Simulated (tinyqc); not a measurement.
# Effect of the position of a charge sheet

One sheet of 4.6e12 cm^-2 lies at the depth x from the gate; it shifts Vfb by -(q/eps0) Q s, with s = x/e2 in layer 2 and t2/e2 + (x - t2)/e1 in layer 1, and it induces the share s/(t1/e1 + t2/e2) of its image in the semiconductor.

Values chosen for this exercise:
- t1 = 1.9 nm (thickness of layer 1, next to the semiconductor)
- e1 = 3.99 (relative permittivity of layer 1)
- t2 = 5.3 nm (thickness of layer 2, next to the gate)
- e2 = 9.13 (relative permittivity of layer 2)

Constants: q = 1.602176634e-19 C, eps0 = 8.8541878128e-14 F/cm where lengths are in cm. Results are converted to the units shown.

Effect of the position of a charge sheet:

| x (nm) | shift (mV) | image in the semiconductor (%) |
|---|---|---|
| 0 | 0 | 0 |
| 0.9 | -82.05 | 9.329 |
| 1.8 | -164.1 | 18.66 |
| 2.7 | -246.2 | 27.99 |
| 3.6 | -328.2 | 37.31 |
| 4.5 | -410.3 | 46.64 |
| 5.4 | -504.1 | 57.31 |
| 6.3 | -691.8 | 78.65 |
| 7.2 | -879.6 | 100.0 |

What does the table show?

The shift grows from 0 at the gate to -880 mV at the semiconductor, by -91.2 mV/nm in layer 2 and -209 mV/nm in layer 1, the ratio of the permittivities. A sheet between the layers has 54.9 % of its full effect.

Computed by the program tinyqc: `OMP_NUM_THREADS=1 python tinyqc.py 2010036 2010037 out.jsonl`, one thread of a shared Intel Xeon 2.30GHz, about 0.01 s for the whole run.
